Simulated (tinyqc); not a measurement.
Changing the diffusion length L: surface photovoltage measurement of the minority-carrier diffusion length in a wafer. Computed by tinyqc, a small Python program. Command: `OMP_NUM_THREADS=1 python tinyqc.py 3130515 3130516 out.jsonl spv sweep`. One thread of a shared host (Intel(R) Xeon(R) Processor @ 2.30GHz), about 0.02 s of CPU time with the checks.

Low injection, steady light, a depletion layer much thinner than 1/alpha and L. The excess density dn is taken at the front edge of the neutral region; light that reaches the back is lost.

Inputs (values chosen for the exercise, modelled on p-type silicon at room temperature):

| quantity | value | unit |
|---|---|---|
| wafer thickness W | 525 | micrometre |
| diffusivity D | 25 | cm^2/s |
| front recombination velocity S_f | 150 | cm/s |
| back recombination velocity S_b | 10000 | cm/s |
| photon flux entering | 1.8e+11 | 1/(cm^2 s) |
| minority density at the surface barrier scale n_0 | 5.3e+08 | 1/cm^3 |
| temperature T | 298 | K |
| wavelength | 891 | nm |
| relative noise of each reading | 0 | % |

normal deviates g for the noise: -0.44  -1.34  -0.05  -0.79  -0.88  -1.20  0.07

Constants: k_B = 8.617333262e-05 eV/K.

Method:
- alpha = (84.732/lambda - 76.417)^2 per cm with lambda in micrometre (an empirical fit for silicon between 0.7 and 1.05 micrometre).
- Thick wafer: dn = Phi L/((S_f + D/L)(L + 1/alpha)). Finite wafer, with s = S_b L/D, w = W/L, a = alpha L: dn = [Phi a/(a^2 - 1)] [a - B - exp(-alpha W)(a - s)/(cosh w + s sinh w)]/(S_f + B D/L), B = (sinh w + s cosh w)/(cosh w + s sinh w).
- Photovoltage V = (k_B T/e) ln(1 + dn/n_0). Lifetime = L^2/D.
- Readings y = (Phi/dn) (1 + noise x g) at 780, 830, 880, 920, 950, 975 and 995 nm; a least-squares line y = c (1/alpha + L_app) gives L_app = intercept/slope.

One run for each value:

| diffusion length L (micrometre) | apparent length L_app (micrometre) | error of L_app (rounded to 0.001) (%) | dn, finite wafer (1/cm^3) | B |
|---|---|---|---|---|
| 8 | 8.00 | 0 | 1.2511e+06 | 1.0000 |
| 15 | 15.00 | 0 | 3.6777e+06 | 1.0000 |
| 54 | 54.00 | 0 | 2.4604e+07 | 1.0000 |
| 100 | 99.92 | -8.3000e-02 | 5.2793e+07 | 1.0000 |
| 190 | 184.94 | -2.6650e+00 | 1.0601e+08 | 1.0061 |
| 370 | 299.24 | -1.9124e+01 | 1.8425e+08 | 1.1078 |
| 700 | 374.20 | -4.6543e+01 | 2.4343e+08 | 1.5244 |
| 1300 | 404.26 | -6.8903e+01 | 2.6951e+08 | 2.5030 |
| 2500 | 414.40 | -8.3424e+01 | 2.7865e+08 | 4.6185 |

What does the table show?

Over the rows, apparent length L_app (micrometre) rises from 8.00 to 414 (exponent d ln y / d ln x 1.0 between the first rows and 0.038 between the last); error of L_app (rounded to 0.001) (%) falls from 0 to -83.4, flat over part of the range; dn, finite wafer (1/cm^3) rises from 1.25e6 to 2.79e8 (exponent d ln y / d ln x 1.7 between the first rows and 0.051 between the last).  Left out: 29.0 (alpha L too near 1 for the formula).

Extremes, crossings and ranges named in words are read from the listed rows.
